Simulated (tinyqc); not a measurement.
CMOS inverter, nodal equation and switching: course of the iteration: output voltage by Newton steps.

An n-channel pull-down (bn, VTn) and a p-channel pull-up (bp, VTp) share the input Vin and the output node Vout, which carries the load C. Transistor (EKV form, voltages against the body): I = 2 n b Vt^2 [F(vp - Vs) - F(vp - Vd)] from drain to source, F(v) = ln^2(1 + exp(v/(2 Vt))), vp = (Vg - VT + sg |Vd - Vs|)/n. n-channel bodies are at 0; for the p-channel device all voltages are counted down from Vdd. b in uA/V^2 gives I in uA. Static: In = Ip. Transient: C dVout/dt = Ip - In. No velocity saturation, no gate capacitance beyond C.

f = In - Ip at (Vin, Vout); G = df/dVout by a central difference with +/- 1e-6 V; Vout(new) = Vout - f/G.

Stop when Vout changes by less than 1e-9 V, or after 30 iterations.

Parameters, values chosen for the exercise:
- T = 400 K (temperature)
- Vdd = 0.4 V (supply voltage)
- n = 1.34 (slope factor)
- sg = 0.087 (drain-induced barrier lowering)
- VTn = 0.26 V (n-channel threshold)
- VTp = 0.27 V (p-channel threshold (magnitude))
- bn = 370 uA/V^2 (gain factor of the pull-down transistor)
- bp = 370 uA/V^2 (gain factor of the pull-up transistor)
- Vin = 0.14 V (input voltage)

Constants: q = 1.602176634e-19 C, kB = 1.380649e-23 J/K, Vt = kB T/q. Results are converted to the units shown.

Vout at the start = 0.2 V

Course of the iteration:

| iteration | Vout (V) | \|change\| (V) |
|---|---|---|
| 1 | 0.679315 | 0.479 |
| 2 | 0.543404 | 0.136 |
| 3 | 0.468049 | 0.0754 |
| 4 | 0.421677 | 0.0464 |
| 5 | 0.395596 | 0.0261 |
| 6 | 0.386762 | 8.83e-3 |
| 7 | 0.386076 | 6.86e-4 |
| 8 | 0.386072 | 3.84e-6 |
| 9 | 0.386072 | 1.20e-10 |

Did this iteration meet its convergence test, and what does its course show?

Yes. Converged in 9 iterations. At the end the number of correct digits about doubles with each step. On the way 4 iterate(s) lie more than 5 mV outside the rails, the first at 0.679 V, before the steps return.

Computed by the program tinyqc: `OMP_NUM_THREADS=1 python tinyqc.py 2340168 2340169 out.jsonl`, one thread of a shared Intel Xeon 2.30GHz, about 0.04 s for the whole run.
